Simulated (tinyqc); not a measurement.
Inside a calculation: graded (staircase) quantum well by finite differences. Values are carried at full precision from step to step, so a last printed digit may differ when a step is redone from the rounded ones.

Finite differences on points z_i at the centres of cells of width h: H_ii = (c/h^2)(1/m_(i-1/2) + 1/m_(i+1/2)) + V_i, H_(i,i+1) = -(c/h^2)/m_(i+1/2), where m_(i+1/2) is the mean of the masses at the two points (the end values are repeated outwards), psi = 0 on the points beyond both ends, c = hbar^2/2m0. The field adds e F (z - z0) with z0 the middle of the structure; 1 kV/cm = 1e-5 eV/angstrom.

Constants: hbar^2/2m0 = 3.80998211 eV angstrom^2.

Values chosen for the exercise (near those of an InGaAs well in InAlAs; not measured data): layers = ((63, 0.55, 0.0759), (21, 0.244, 0.0558), (21, 0.061, 0.0438), (21, 0, 0.0398), (21, 0.061, 0.0438), (21, 0.244, 0.0558), (63, 0.55, 0.0759)) (each layer: thickness in angstrom, band edge in eV, mass in m0); F = 0 kV/cm (field along z); h = 21 angstrom (cell width of the coarse grid); hf = 1.3125 angstrom (cell width of the fine grid).

## The coarse grid

List the points, the potential with the field, and the masses.

Grid:

| i | z (angstrom) | V (eV) | m (m0) |
|---|---|---|---|
| 1 | 10.5 | 0.5500 | 0.0759 |
| 2 | 31.5 | 0.5500 | 0.0759 |
| 3 | 52.5 | 0.5500 | 0.0759 |
| 4 | 73.5 | 0.2440 | 0.0558 |
| 5 | 94.5 | 0.0610 | 0.0438 |
| 6 | 115.5 | 0.0000 | 0.0398 |
| 7 | 136.5 | 0.0610 | 0.0438 |
| 8 | 157.5 | 0.2440 | 0.0558 |
| 9 | 178.5 | 0.5500 | 0.0759 |
| 10 | 199.5 | 0.5500 | 0.0759 |
| 11 | 220.5 | 0.5500 | 0.0759 |

## The tridiagonal Hamiltonian

Form the diagonal and the neighbouring elements; V in the grid already includes the field.

diagonal H_ii (eV): 0.7777  0.7777  0.7950  0.5487  0.4412  0.4134  0.4412  0.5487  0.7950  0.7777  0.7777

H_(i,i+1) (eV): -0.1138  -0.1138  -0.1312  -0.1735  -0.2067  -0.2067  -0.1735  -0.1312  -0.1138  -0.1138

## Lowest levels on the coarse grid

Diagonalise the symmetric tridiagonal matrix; give the three lowest levels and the weights u_i^2 (sum 1) of the two lowest.

levels (eV): 0.0987  0.2994  0.4676

weights on the points:
```
             1      2      3      4      5      6      7      8      9     10     11
level 1  0.000  0.000  0.002  0.041  0.246  0.424  0.246  0.041  0.002  0.000  0.000
level 2  0.000  0.001  0.015  0.194  0.290  0.000  0.290  0.194  0.015  0.001  0.000
```

## Halving the cell width

The same with h, h/2, ..., h/32. The end points move with h, since psi vanishes half a cell beyond the structure. Richardson value (4 E(h/32) - E(h/16))/3.

Convergence:

| cell (angstrom) | points | E1 (eV) | E2 (eV) | E1 - finest (meV) |
|---|---|---|---|---|
| 21.0000 | 11 | 0.09873 | 0.29945 | -9.000 |
| 10.5000 | 22 | 0.10523 | 0.31707 | -2.501 |
| 5.2500 | 44 | 0.10709 | 0.32186 | -0.639 |
| 2.6250 | 88 | 0.10758 | 0.32309 | -0.153 |
| 1.3125 | 176 | 0.10770 | 0.32340 | -0.031 |
| 0.6562 | 352 | 0.10773 | 0.32348 | 0.000 |

Richardson values of E1, E2 (eV): 0.10774  0.32351

The coarse grid is 9.0 meV too low in E1. The last differences between rows shrink by a factor 4.0 (4 for a pure h^2 error, 2 for one linear in h).

## Positions and dipoles on the fine grid

With h sum psi^2 = 1: <z - z0> of three levels, |z_12| and |z_13|, the mass m1 from 1/m1 = <1|1/m|1>, and f_1j = (m1/c)(E_j - E_1) z_1j^2.

levels (eV): 0.1077  0.3234  0.5125

<z - z0> (angstrom): 0.0  0.0  0.0

|z_12|, |z_13| (angstrom): 20.10  0.00

m1 = 0.0433 m0

f_12, f_13: 0.989  0.000

The structure is symmetric and there is no field, so z_13 vanishes by parity. E2 - E1 = 215.7 meV, a wavelength of 5.7 micrometre (hc = 1239.841984 eV nm).

## Checks

- E1 at zero field on the grid h/32 against transfer matrices between the same hard ends, eV: both 0.1077.

tinyqc: `OMP_NUM_THREADS=1 python tinyqc.py 1282681 1282682 out.jsonl`; about 0.01 s, one thread, shared Intel(R) Xeon(R) Processor @ 2.30GHz.
